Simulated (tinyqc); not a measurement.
Bulk transistor, scale length and short-channel effects: effect of the drain voltage.

A gate, an insulator of thickness ti and a depleted layer of depth ts on a conducting body. Below threshold the potential that source and drain add obeys Laplace's equation and vanishes on the gate and at the bottom of the depleted layer. Its lowest mode decays along the channel as exp(-k y); k is the smallest positive root of the matching condition at the interface, and the scale length is Lambda = pi/k.

k is the smallest positive root of f(k) = eps_r sin(k ti) cos(k ts) + ei cos(k ti) sin(k ts). Along the channel psi(y) = s + a exp(y/l) + b exp(-y/l) with psi(0) = Vbi, psi(L) = Vbi + Vds and l = 1/k = Lambda/pi; with A = Vbi - s, B = A + Vds, x = exp(-L/l): a = (B - A x) x/(1 - x^2), b = (A - B x)/(1 - x^2). The minimum is s + 2 sqrt(a b), at y = (l/2) ln(b/a). The long-channel potential follows the gate as s = sT + (Vg - VTL)/m, and the threshold VT is the gate voltage at which the minimum equals sT. Swing = m Vt ln 10/g at threshold, g = d(minimum)/ds = 1 - (b x + a)/((1 + x) sqrt(a b)). DIBL = [VT(0.05 V) - VT(Vds)]/(Vds - 0.05 V). sT and Vbi are held fixed; m = 1 + eps_r ti/(ei ts) in each row.

Parameters, values chosen for the exercise; permittivities: semiconductor close to that of gallium nitride, insulator close to that of silicon nitride:
```
symbol  value  unit                                     meaning
T         300     K                                 temperature
eps_r    9.43        relative permittivity of the semiconductor
ei       7.57            relative permittivity of the insulator
ti        3.6    nm                         insulator thickness
ts         26    nm                             depletion depth
L          48    nm                              channel length
Vbi      1.04     V                     potential of the source
sT       0.36     V   potential of the barrier top at threshold
```

Constants: q = 1.602176634e-19 C, kB = 1.380649e-23 J/K, Vt = kB T/q. Results are converted to the units shown.

The same in every row: Lambda (nm) = 30.38; L/Lambda = 1.580.

Effect of the drain voltage:
```
Vds (V)  VT - VTL at Vds (mV)  DIBL (mV/V)  swing (mV/decade)
0.2                    -180.7        108.7              83.78
0.35                   -195.9        104.9              83.94
0.5                    -210.2        101.7              84.14
0.65                   -223.7        98.81              84.36
0.8                    -236.7        96.30              84.60
0.95                   -249.1        94.05              84.84
1.1                    -261.1        92.02              85.09
```

As Vds goes from 0.2 to 1.1 V, Lambda stays at 30.4 nm, DIBL falls from 109 to 92.0 mV/V and the swing rises from 83.8 to 85.1 mV a decade.

Computed by the program tinyqc: `OMP_NUM_THREADS=1 python tinyqc.py 2420048 2420049 out.jsonl`, one thread of a shared Intel Xeon 2.30GHz, about 0.01 s for the whole run.
